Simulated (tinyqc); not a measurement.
# Resistance of a tapered via with liner, size effect and interface: via resistance against the diameter at the bottom

A round via whose diameter grows from db at the bottom as D(z) = db + 2 z/tan(ang). The fill, of diameter D - 2 tl, starts above the bottom liner (thickness fb tl) and has rho = rho0 (1 + ks lam/(D - 2 tl)); the sidewall liner conducts in parallel with it. The bottom liner and the interface are crossed over the full area pi db^2/4. Spreading in the lines above and below is left out.

Slices between z0 = fb tl and hv, evaluated at their midpoints: conductance per length pi/4 [(D - 2 tl)^2/rho + (D^2 - (D - 2 tl)^2)/rl], slice resistance = slice height over that. 2000 slices. R_fill = sum of the slices; R_bottom = rl fb tl/(pi db^2/4); R_interface = ri/(pi db^2/4); ballistic (Sharvin) limit 1/(Sb pi (db - 2 tl)^2/4); ideal cylinder rho0 hv/(pi db^2/4).

Parameters, values chosen for the exercise; fill metal close to molybdenum:
```
symbol    value      unit                                               meaning
hv           56        nm                                                height
ang          85   degrees                                        sidewall angle
rho0       5.43   uohm cm                          bulk resistivity of the fill
lam        11.2        nm                            mean free path of the fill
ks          1.3                                              size-effect factor
tl          0.2        nm                                 liner on the sidewall
fb          0.7                   liner at the bottom over that on the sidewall
rl          210   uohm cm                              resistivity of the liner
ri      9.9e-13  ohm cm^2                   interface resistivity at the bottom
Sb       1.3e15     S/m^2  ballistic conductance per area, about 3/(4 rho0 lam)
```

Via resistance against the diameter at the bottom:
columns A: db (nm); B: R_fill (ohm); C: R_bottom (ohm); D: R_interface (ohm); E: R (ohm); F: ballistic limit (ohm); G: R over ideal cylinder; H: largest part
```
A          B         C         D        E        F       G     H
6     122.41    10.398    3.5014   136.31   31.231  1.2674  fill
8.3   63.851    5.4338    1.8297   71.115   15.693  1.2654  fill
11    36.273    3.0937    1.0417   40.409   8.7168  1.2629  fill
16    17.023    1.4622   0.49239   18.977   4.0246  1.2548  fill
22    8.9101   0.77341   0.26044   9.9439   2.0992  1.2431  fill
30    4.7292   0.41592   0.14006   5.2852   1.1178  1.2286  fill
42    2.3751   0.21221  0.071457   2.6588  0.56595  1.2114  fill
58    1.2269   0.11128  0.037470   1.3757  0.29520  1.1953  fill
80   0.63614  0.058489  0.019695  0.71433  0.15458  1.1808  fill
```

R falls from 136 to 0.714 ohm. The fill is the largest part at db = 6 and in all other rows. R goes as db^(-2.01) between the first two rows and db^(-2.04) between the last two; area alone gives -2.

Program tinyqc, `OMP_NUM_THREADS=1 python tinyqc.py 2750188 2750189 out.jsonl`; Intel Xeon 2.30GHz, shared host, one thread, about 0.01 s.
